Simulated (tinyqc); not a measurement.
Changing the DMI constant D: domain walls in a thin film with perpendicular anisotropy: Bloch, Neel and chiral walls, motion and stripe domains. Computed by tinyqc, a small Python program. Command: `OMP_NUM_THREADS=1 python tinyqc.py 3002188 3002189 out.jsonl mwall sweep`. One thread of a shared host (Intel(R) Xeon(R) Processor @ 2.30GHz), about 0.02 s of CPU time with the checks.

One-dimensional wall: polar angle theta(x), azimuth phi of the moment in the wall (phi = 0 Neel, 90 degrees Bloch). mu_0 = 1.25663706212e-6 T m/A, gamma = 1.76085963023e11 rad/(s T).

Inputs (values chosen for the exercise, for a model film):

| quantity | value | unit |
|---|---|---|
| saturation magnetisation M_s | 1320 | kA/m |
| exchange stiffness A | 13 | pJ/m |
| uniaxial anisotropy K_u | 1170 | kJ/m^3 |
| thickness t | 1.1 | nm |
| damping alpha | 0.042 | - |
| current density J | 0.82 | 1e12 A/m^2 |
| spin Hall angle theta_SH | 0.25 | - |

Drive: spin-orbit torque.

Constants: hbar = 1.054571817e-34 J s; e = 1.602176634e-19 C.

Method:
- K_eff = K_u - mu_0 M_s^2/2; Delta = sqrt(A/K_eff); sigma_0 = 4 sqrt(A K_eff); profile theta = 2 arctan exp(x/Delta); quality factor Q = 2 K_u/(mu_0 M_s^2).
- sigma(phi) = sigma_0 + 2 Delta K_D cos^2(phi) - pi D cos(phi), with the wall shape anisotropy K_D = N_x mu_0 M_s^2/2, N_x = t ln 2/(pi Delta). The minimum has cos(phi) = D/D_N for D < D_N = 4 Delta K_D/pi and phi = 0 beyond; sigma turns negative at D_c = (sigma_0 + 2 Delta K_D)/pi.
- Spin-orbit drive: B_SL = hbar theta_SH J/(2 e M_s t) acts as the field (pi/2) B_SL cos(phi). Steady state: v = (gamma Delta/alpha)(pi/2) B_SL cos(phi) = gamma Delta [B_D sin(phi) - (B_K/2) sin(2 phi)], B_K = 2 K_D/M_s, B_D = pi D/(2 M_s Delta); the root with phi between its rest value and 90 degrees; v saturates at v_D = gamma Delta B_D.

One run for each value:

| DMI constant D (mJ/m^2) | velocity (m/s) | saturation velocity v_D (m/s) | azimuth phi (degrees) | azimuth in motion (degrees) |
|---|---|---|---|---|
| 0.010 | 2.06 | 2.10 | 88.306 | 89.971 |
| 0.020 | 4.12 | 4.19 | 86.611 | 89.941 |
| 0.040 | 8.24 | 8.38 | 83.210 | 89.883 |
| 0.079 | 16.27 | 16.55 | 76.496 | 89.768 |
| 0.160 | 32.95 | 33.53 | 61.774 | 89.531 |
| 0.320 | 65.88 | 67.05 | 18.933 | 89.062 |
| 0.630 | 129.66 | 132.01 | 0.000 | 88.153 |
| 1.300 | 267.11 | 272.40 | 0.000 | 86.193 |

Describe and explain the trends.

Over the rows, velocity (m/s) rises from 2.06 to 267 (exponent d ln y / d ln x about 1.00 throughout); saturation velocity v_D (m/s) rises from 2.10 to 272 (exponent d ln y / d ln x about 1.0 throughout); azimuth phi (degrees) falls from 88.3 to 0, flat over part of the range. The exponent of saturation velocity v_D stays at 1: v_D = pi gamma D/(2 M_s).  Left out: 2.50 (the wall energy is near zero or negative, and spirals replace domains).

Caution (all rows): pinning, heating and tilting of the wall are left out.

Extremes, crossings and ranges named in words are read from the listed rows.
